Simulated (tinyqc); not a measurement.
Valley splitting plane by plane: thin (001) film in sp3s* tight binding with raised dangling bonds.

Planes alternate anion (a), cation (c) along [001], a/4 apart, starting with an anion; zero in-plane momentum; levels counted from the bulk Ev, the lower root of [[Epa, Vxx], [Vxx, Epc]]; no spin-orbit coupling. Block of s, pz, s*: from an anion to the cation above, Vss/2 (s,s), Vsapc/2 (s,z), -Vscpa/2 (z,s), Vxx/2 (z,z), Vxapc/2 (s*,z), -Vpaxc/2 (z,s*); to the cation below the same with the s-z and s*-z signs reversed. Block of u = (px + py)/sqrt2 and v = (px - py)/sqrt2: to the cation above (Vxx + Vxy)/2 for u and (Vxx - Vxy)/2 for v, to the cation below the reverse. Each surface atom has two dangling sp3 hybrids; raising both by dl adds (dl/2) [[1, t], [t, 1]] to its s, pz levels (t = -1 at the bottom face, +1 at the top) and dl to the one of u, v in whose plane the missing bonds lie (v for a bottom anion or a top cation, u for a top anion).

Inputs chosen for the exercise (out of a larger set: near a published set for Si, fitted to gaps, whose masses and valley positions are rough; not measured data): p = (-4.202, 1.715, -4.202, 1.715, 6.666, 6.666, -8.33, 1.722, 4.573, 5.753, 5.753, 5.395, 5.395) eV (order Esa, Epa, Esc, Epc, Exa, Exc, Vss, Vxx, Vxy, Vsapc, Vscpa, Vxapc, Vpaxc); dp = 30 eV (value of dl for the passivated films); N0 = 20 (first number of planes).

edges (eV): Gamma 3.44400, Delta 1.16713

kz of the minimum = 0.73048 2 pi/a

Ten passivated films from N0 planes on; the phase is N pi k0/2 modulo pi, k0 the position of the bulk minimum.

Lowest doublet:
```
N   phase/pi  mean shift (meV)  splitting (meV)
20     0.305             62.77            6.179
21     0.670             57.12            1.312
22     0.035             52.38            5.659
23     0.400             48.05            3.083
24     0.766             44.28            2.156
25     0.131             41.00            4.010
26     0.496             37.96            1.230
27     0.861             35.33            2.300
28     0.227             32.95            2.699
29     0.592             30.76            0.134
```

What can be read from this table?

The splitting ranges from 0.13 meV (N = 29) to 6.18 meV (N = 20), while the mean shift goes from 63 to 31 meV and falls steadily. The splitting changes direction 6 times in these ten films, and one plane more changes it by up to 4.87 meV: it hangs on the phase between the two faces, which is why atomic steps matter.

Computed by tinyqc, a small Python program: `OMP_NUM_THREADS=1 python tinyqc.py 1451135 1451136 out.jsonl` (the numbers bound the seed that draws the inputs); one thread of a shared host (Intel(R) Xeon(R) Processor @ 2.30GHz), about 0.3 s for the whole set of steps.
